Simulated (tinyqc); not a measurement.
Inside a calculation. Method: Hueckel theory of the pi electrons, for the molecule c1ccc2cc3ccccc3cc2c1 (SMILES; centres numbered as the heavy atoms are written). One step of it, computed by the program tinyqc.

Problem. Energy, charges, bond orders. E = sum n x; q_r = z_r - P_rr; bond order p = P_rs; free valence = sqrt(3) - sum of p over the bonds of the atom.

x values: 2.414214  2.000000  1.414214  1.414214  1.000000  1.000000  0.414214  -0.414214  -1.000000  -1.000000  -1.414214  -1.414214  -2.000000  -2.414214

occupations: 2.000000  2.000000  2.000000  2.000000  2.000000  2.000000  2.000000  0.000000  0.000000  0.000000  0.000000  0.000000  0.000000  0.000000

charge and bond-order matrix P:
```
            1C         2C         3C         4C         5C         6C         7C         8C
1C    1.000000   0.585871   0.000000  -0.217174   0.000000   0.116159   0.000000  -0.080795
2C    0.585871   1.000000   0.737394   0.000000  -0.202031   0.000000   0.070728   0.000000
3C    0.000000   0.737394   1.000000   0.535364   0.000000  -0.131303   0.000000   0.070728
4C   -0.217174   0.000000   0.535364   1.000000   0.606092   0.000000  -0.131303   0.000000
5C    0.000000  -0.202031   0.000000   0.606092   1.000000   0.606092   0.000000  -0.202031
6C    0.116159   0.000000  -0.131303   0.000000   0.606092   1.000000   0.535364   0.000000
7C    0.000000   0.070728   0.000000  -0.131303   0.000000   0.535364   1.000000   0.737394
8C   -0.080795   0.000000   0.070728   0.000000  -0.202031   0.000000   0.737394   1.000000
9C    0.000000  -0.080795   0.000000   0.116159   0.000000  -0.217174   0.000000   0.585871
10C   0.070728   0.000000  -0.035364   0.000000   0.101015   0.000000  -0.368697   0.000000
11C   0.000000   0.116159   0.000000  -0.181810   0.000000   0.484856   0.000000  -0.217174
12C  -0.202031   0.000000   0.101015   0.000000  -0.404061   0.000000   0.101015   0.000000
13C   0.000000  -0.217174   0.000000   0.484856   0.000000  -0.181810   0.000000   0.116159
14C   0.737394   0.000000  -0.368697   0.000000   0.101015   0.000000  -0.035364   0.000000

            9C        10C        11C        12C        13C        14C
1C    0.000000   0.070728   0.000000  -0.202031   0.000000   0.737394
2C   -0.080795   0.000000   0.116159   0.000000  -0.217174   0.000000
3C    0.000000  -0.035364   0.000000   0.101015   0.000000  -0.368697
4C    0.116159   0.000000  -0.181810   0.000000   0.484856   0.000000
5C    0.000000   0.101015   0.000000  -0.404061   0.000000   0.101015
6C   -0.217174   0.000000   0.484856   0.000000  -0.181810   0.000000
7C    0.000000  -0.368697   0.000000   0.101015   0.000000  -0.035364
8C    0.585871   0.000000  -0.217174   0.000000   0.116159   0.000000
9C    1.000000   0.737394   0.000000  -0.202031   0.000000   0.070728
10C   0.737394   1.000000   0.535364   0.000000  -0.131303   0.000000
11C   0.000000   0.535364   1.000000   0.606092   0.000000  -0.131303
12C  -0.202031   0.000000   0.606092   1.000000   0.606092   0.000000
13C   0.000000  -0.131303   0.000000   0.606092   1.000000   0.535364
14C   0.070728   0.000000  -0.131303   0.000000   0.535364   1.000000
```

Centres:
```
centre  z_r, pi electrons of the neutral centre         h
1C                                            1  0.000000
2C                                            1  0.000000
3C                                            1  0.000000
4C                                            1  0.000000
5C                                            1  0.000000
6C                                            1  0.000000
7C                                            1  0.000000
8C                                            1  0.000000
9C                                            1  0.000000
10C                                           1  0.000000
11C                                           1  0.000000
12C                                           1  0.000000
13C                                           1  0.000000
14C                                           1  0.000000
```

Bonds:
```
i    j  k
1    2  1
2    3  1
3    4  1
4    5  1
5    6  1
6    7  1
7    8  1
8    9  1
9   10  1
10  11  1
11  12  1
12  13  1
13  14  1
14   1  1
13   4  1
11   6  1
```

Give: pi energy = 14 alpha + this times beta; pi charges; Bond orders and lengths from R = 1.517 - 0.180 p; free valence of the carbons; gap between the highest filled and the next level.

Solution.

pi energy = 14 alpha + this times beta = 19.3137

pi charges: 1C 0.0000, 2C 0.0000, 3C 0.0000, 4C 0.0000, 5C 0.0000, 6C 0.0000, 7C 0.0000, 8C 0.0000, 9C 0.0000, 10C 0.0000, 11C 0.0000, 12C 0.0000, 13C 0.0000, 14C 0.0000

Bond orders and lengths from R = 1.517 - 0.180 p (angstrom, C-C alone):
```
bond        p       R
1-2    0.5859  1.4115
2-3    0.7374  1.3843
3-4    0.5354  1.4206
4-5    0.6061  1.4079
5-6    0.6061  1.4079
6-7    0.5354  1.4206
7-8    0.7374  1.3843
8-9    0.5859  1.4115
9-10   0.7374  1.3843
10-11  0.5354  1.4206
11-12  0.6061  1.4079
12-13  0.6061  1.4079
13-14  0.5354  1.4206
14-1   0.7374  1.3843
13-4   0.4849  1.4297
11-6   0.4849  1.4297
```

free valence of the carbons: 1C 0.4088, 2C 0.4088, 3C 0.4593, 4C 0.1057, 5C 0.5199, 6C 0.1057, 7C 0.4593, 8C 0.4088, 9C 0.4088, 10C 0.4593, 11C 0.1057, 12C 0.5199, 13C 0.1057, 14C 0.4593

gap between the highest filled and the next level = 0.8284 |beta|
